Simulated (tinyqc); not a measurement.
Two-band massive Dirac model of the K valleys, step by step. Values are carried at full precision from step to step, so a last printed digit may differ when a step is redone from the rounded ones.

Basis (conduction, valence): H = [[D/2, a t (tau kx - i ky)], [a t (tau kx + i ky), -D/2 + lam tau sz]], valley tau = +/-1, spin sz = +/-1. The gap of a spin and valley is G = D - lam tau sz. Berry curvature Omega = curl of i<u|grad u>; for the conduction band Omega_c = -tau 2 a^2 t^2 G/(G^2 + 4 a^2 t^2 k^2)^(3/2), and Omega_v = -Omega_c.

Constants: hbar^2/2m0 = 3.80998211 eV angstrom^2.

Parameters, chosen for this exercise (near those used for monolayer MoS2; not measured data): a = 3.201 angstrom (lattice constant); D = 1.67 eV (gap parameter); t = 1.12 eV (effective hopping); lam = 0.079 eV (half the valence spin splitting); tau = 1 (valley); sz = -1 (spin); k = (-0.093, 0.027) 1/angstrom (wave vector from the valley); h = 0.04 1/angstrom (side of the plaquette).

## Band edges of the four flavours

At k = 0: Ec = D/2, Ev = -D/2 + lam tau sz; mass m/m0 = c G/(a t)^2 for both bands, c = hbar^2/2m0; Omega_c(0) = -2 tau a^2 t^2/G^2.

Edges:
```
tau  sz  Ec (eV)  Ev (eV)  G (eV)  mass (m0)  Omega_c (angstrom^2)
1     1   0.8350  -0.7560  1.5910     0.4716               -10.155
1    -1   0.8350  -0.9140  1.7490     0.5184                -8.403
-1    1   0.8350  -0.9140  1.7490     0.5184                 8.403
-1   -1   0.8350  -0.7560  1.5910     0.4716                10.155
```

The top of the valence band has spin up at tau = +1 and spin down at tau = -1: spin and valley are locked, with 158 meV between the two valence bands (A and B transitions at 1.591 and 1.749 eV, without exciton binding).

## H at one k

Fill in the matrix and diagonalise: E = lam tau sz/2 -/+ sqrt(G^2/4 + a^2 t^2 k^2).

H (eV):
```
                 c                v
c           0.8350  -0.3334-0.0968i
v  -0.3334+0.0968i          -0.9140
```

levels (eV): -0.9804  0.9014

cos(theta) = G/(E+ - E-) = 0.9294

## Curvature, orbital moment and circular dichroism

Omega_c from the formula; orbital moment of both bands m = -tau (a t)^2 G/(c (G^2 + 4 a^2 t^2 k^2)) in Bohr magnetons (charge -e), c = hbar^2/2m0; interband strengths |P+/-|^2 proportional to (1 +/- tau cos(theta))^2 for P+/- = Px +/- i Py, and eta = (|P+|^2 - |P-|^2)/(|P+|^2 + |P-|^2) = 2 tau cos(theta)/(1 + cos^2(theta)).

Omega_c = -6.747 angstrom^2
orbital moment = -1.666 muB
eta = 0.9973

All three change sign with the valley. The selection rule, exact at k = 0, still holds to 99.7 % here.

## The curvature from a plaquette

Corners counter-clockwise around k, from (-h/2, -h/2); upper eigenvector u with its first component real and positive; Omega = -(sum of arg <u_j|u_(j+1)>)/h^2.

Corners:
```
j       kx      ky      u_c                u_v  arg <u_j|u_j+1> (rad)
1  -0.1130  0.0070  0.97649  -0.21516+0.01333i              -0.001061
2  -0.0730  0.0070  0.98936  -0.14484+0.01389i              -0.011388
3  -0.0730  0.0470  0.98542  -0.14306+0.09211i               0.006954
4  -0.1130  0.0470  0.97309  -0.21276+0.08849i               0.016249
```

Omega_c from the plaquette = -6.721 angstrom^2

The formula at the centre gives -6.747; the plaquette averages over its area.

## Checks

- Curvature formula against a plaquette of side 1e-4: both -6.7470.
- Eta against the matrix elements of dH/dkx +/- i dH/dky: both 0.99733.

tinyqc: `OMP_NUM_THREADS=1 python tinyqc.py 1450068 1450069 out.jsonl`; about 0.01 s, one thread, shared Intel(R) Xeon(R) Processor @ 2.30GHz.
